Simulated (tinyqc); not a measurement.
Raising U: Hubbard chain of 6 sites, mean field against exact. Computed by the program tinyqc. Collinear unrestricted mean field (the lowest of 40 random starts) against exact diagonalisation.

one-body matrix (hopping and site energies) (eV):
```
         1        2        3        4        5        6
1   0.0900  -0.9000   0.0000   0.0000   0.0000   0.0000
2  -0.9000   0.3200  -0.9000   0.0000   0.0000   0.0000
3   0.0000  -0.9000  -0.1600  -0.9000   0.0000   0.0000
4   0.0000   0.0000  -0.9000   0.4800  -0.9000   0.0000
5   0.0000   0.0000   0.0000  -0.9000   0.4400  -0.9000
6   0.0000   0.0000   0.0000   0.0000  -0.9000  -0.5100
```

electrons, up and down: 3  3

Exact and mean-field results (eV):
```
U          U/t   E exact  E mean field  mean |n_up - n_down|  double occupancy, exact  first gap in the sector
0.450    0.500  -5.21978      -5.19240                 0.000                    0.242                    0.733
0.900    1.000  -4.59922      -4.48696                 0.000                    0.217                    0.663
1.800    2.000  -3.55742      -3.12392                 0.341                    0.169                    0.546
2.700    3.000  -2.76274      -2.14069                 0.649                    0.127                    0.451
3.600    4.000  -2.17178      -1.51390                 0.793                    0.094                    0.375
5.400    6.000  -1.40026      -0.82011                 0.907                    0.054                    0.272
7.200    8.000  -0.94105      -0.45711                 0.948                    0.034                    0.211
10.800  12.000  -0.43706      -0.08778                 0.977                    0.016                    0.144
18.000  20.000  -0.00807       0.21046                 0.992                    0.006                    0.088
```

What does the comparison show, and why?

In absolute terms mean field is worst at U/t = 4.0, 0.658 eV too high: at small U it is nearly exact, and at large U it misses only exchange-scale energies. Its local moments set in at U/t = 2.0 of those listed, a broken symmetry that the exact state of a finite cluster with equal spins does not have. Relative to the exact energy its error is 0.5 % at the smallest U, 2708 % at most and 2708 % at the largest. The double occupancy falls from 0.242 to 0.006.
